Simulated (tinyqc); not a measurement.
Comparisons within one model: defect-molecule model of a vacancy with Jahn-Teller distortion. A value that a table varies takes the place of the one given here.

Four dangling hybrids a, b, c, d point into the vacancy: H_ii = E0, and -gm between any two. A tetragonal distortion Q pairs a with b and c with d: those two couplings become -gm - I Q and the other four -gm + I Q/2, at an elastic cost k Q^2/2. The a1 level holds two electrons; charge states 2+, + and 0 put n = 0, 1, 2 more into the lowest level of t2 origin. Energy from the 2+ state at Q = 0, with the Fermi level mu counted from Ev: W_n(Q) = n (et - 2 I Q) + k Q^2/2 + Uc n (n - 1)/2 - n mu. et = E0 + gm is the undistorted t2 level.

Constants: kB = 8.617333262e-05 eV/K.

Values chosen for the exercise (of the size used for the vacancy in silicon; shifted at random, so the results belong to these values and not to a real crystal):

| symbol | value | unit | meaning |
|---|---|---|---|
| E0 | -0.08 | eV | level of a dangling hybrid, from Ev |
| gm | 0.34 | eV | coupling between two dangling hybrids |
| I | 0.95 | eV/angstrom | Jahn-Teller coupling |
| k | 12.4 | eV/angstrom^2 | force constant of the mode |
| Uc | 0.23 | eV | repulsion of two electrons in one orbital |
| T | 400 | K | temperature |
| mu1 | -0.04 | eV | first Fermi level |

## Occupation against the Fermi level

Weights g_n exp(-W_n/kT) with W_n = n et - n^2 E_JT + Uc n (n - 1)/2 - n mu, E_JT = 2 I^2/k, degeneracies 1, 6 (spin and three axes) and 3; mu = mu1 + 0.03 j eV.

Shares:

| mu (eV) | 2+ | + | 0 | mean charge |
|---|---|---|---|---|
| -0.04 | 0.9344 | 0.0635 | 0.0021 | 1.9322 |
| -0.01 | 0.8509 | 0.1381 | 0.0110 | 1.8399 |
| 0.02 | 0.6843 | 0.2652 | 0.0505 | 1.6339 |
| 0.05 | 0.4263 | 0.3945 | 0.1792 | 1.2471 |
| 0.08 | 0.1784 | 0.3941 | 0.4275 | 0.7509 |
| 0.11 | 0.0502 | 0.2646 | 0.6853 | 0.3649 |
| 0.14 | 0.0109 | 0.1377 | 0.8514 | 0.1595 |
| 0.17 | 0.0021 | 0.0633 | 0.9346 | 0.0675 |
| 0.20 | 0.0004 | 0.0276 | 0.9720 | 0.0283 |

U_eff = Uc - 2 E_JT = -0.061 eV and kT = 34.5 meV. The + state reaches at most 39.4 % on these rows, at mu = 0.05 eV. The mean charge goes from 1.93 to 0.03. Rows with mu < 0 lie in the valence band and are formal.

## When U turns negative

The force constant is varied. E_JT = 2 I^2/k, E(2+/+) = et - E_JT, E(+/0) = et - 3 E_JT + Uc, U_eff = Uc - 2 E_JT.

Against k:

| k (eV/angstrom^2) | E_JT (eV) | (2+/+) (eV) | (+/0) (eV) | U_eff (eV) | Q of the neutral state (angstrom) |
|---|---|---|---|---|---|
| 8 | 0.2256 | 0.0344 | -0.1869 | -0.2213 | 0.4750 |
| 12 | 0.1504 | 0.1096 | 0.0387 | -0.0708 | 0.3167 |
| 16 | 0.1128 | 0.1472 | 0.1516 | 0.0044 | 0.2375 |
| 24 | 0.0752 | 0.1848 | 0.2644 | 0.0796 | 0.1583 |
| 32 | 0.0564 | 0.2036 | 0.3208 | 0.1172 | 0.1187 |
| 48 | 0.0376 | 0.2224 | 0.3772 | 0.1548 | 0.0792 |
| 64 | 0.0282 | 0.2318 | 0.4054 | 0.1736 | 0.0594 |
| 96 | 0.0188 | 0.2412 | 0.4336 | 0.1924 | 0.0396 |

k at which U_eff = 0 = 15.70 eV/angstrom^2

Levels below 0 lie in the valence band. U_eff is negative for k below 4 I^2/Uc = 15.7: 2 of the 8 rows. The gain grows as n^2, so the second electron wins 3 E_JT where the first wins E_JT. For a stiff lattice the levels tend to et = 0.260 and et + Uc = 0.490 eV.

## What each parameter does

E_JT = 2 I^2/k, E(2+/+) = et - E_JT, E(+/0) = et - 3 E_JT + Uc, U_eff = E(+/0) - E(2+/+); a1 level E0 - 3 gm. Each row changes one parameter from the base and keeps the others.

Results:

| case | (2+/+) (eV) | (+/0) (eV) | U_eff (eV) | a1 (eV) |
|---|---|---|---|---|
| base | 0.1144 | 0.0533 | -0.0611 | -1.1000 |
| E0 = -0.03 eV | 0.1644 | 0.1033 | -0.0611 | -1.0500 |
| gm = 0.38 eV | 0.1544 | 0.0933 | -0.0611 | -1.2200 |
| I = 1.045 eV/angstrom | 0.0839 | -0.0384 | -0.1223 | -1.1000 |
| k = 13.64 eV/angstrom^2 | 0.1277 | 0.0930 | -0.0347 | -1.1000 |
| Uc = 0.29 eV | 0.1144 | 0.1133 | -0.0011 | -1.1000 |

The largest shifts from the base row, up to three for each result and ties (the steps differ in size, so this ranks the rows, not the parameters). (2+/+) (eV): E0 +0.0500, gm +0.0400, I -0.0306; unchanged at the printed digits by Uc. (+/0) (eV): I -0.0917, Uc +0.0600, E0 +0.0500. U_eff (eV): I -0.0611, Uc +0.0600, k +0.0265; unchanged at the printed digits by E0 and gm. a1 (eV): gm -0.1200, E0 +0.0500; unchanged at the printed digits by I, k and Uc. E0 and gm move both levels alike, so U_eff depends on I, k and Uc alone.

tinyqc: `OMP_NUM_THREADS=1 python tinyqc.py 1482597 1482598 out.jsonl`; about 0.01 s, one thread, shared Intel(R) Xeon(R) Processor @ 2.30GHz.
